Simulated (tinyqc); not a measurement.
# Insulator thickness and V0 from two charges

Question. In an undoped wire Vg - V0 = Q/Cox + Vt ln(Q/Q0) + Vt ln(1 + Q/Q0) at the source, with Q0 = 4 eps0 eps_r Vt/R and Cox = eps0 eox/(R ln(1 + tox/R)). Find Cox, tox and V0.

Values chosen for this exercise; material values close to those of silicon:

| symbol | value | unit | meaning |
|---|---|---|---|
| T | 325 | K | temperature |
| eps_r | 11.9 |  | relative permittivity of the semiconductor |
| eox | 7.55 |  | relative permittivity of the gate insulator |
| R | 8 | nm | wire radius |

Constants: q = 1.602176634e-19 C, kB = 1.380649e-23 J/K, Vt = kB T/q, eps0 = 8.8541878128e-14 F/cm where lengths are in cm. Results are converted to the units shown.

Qs at Vg = 0.68 and 1.08 V (nC/cm^2): [642.65487, 1713.6659]

Solution. The two equations are linear in 1/Cox and V0; tox follows by inverting the logarithm.

Cox = 3.07 uF/cm^2
tox = 2.50 nm
V0 = 0.383 V

Computed by the program tinyqc: `OMP_NUM_THREADS=1 python tinyqc.py 2460001 2460002 out.jsonl`, one thread of a shared Intel Xeon 2.30GHz, about 0.02 s for the whole run.
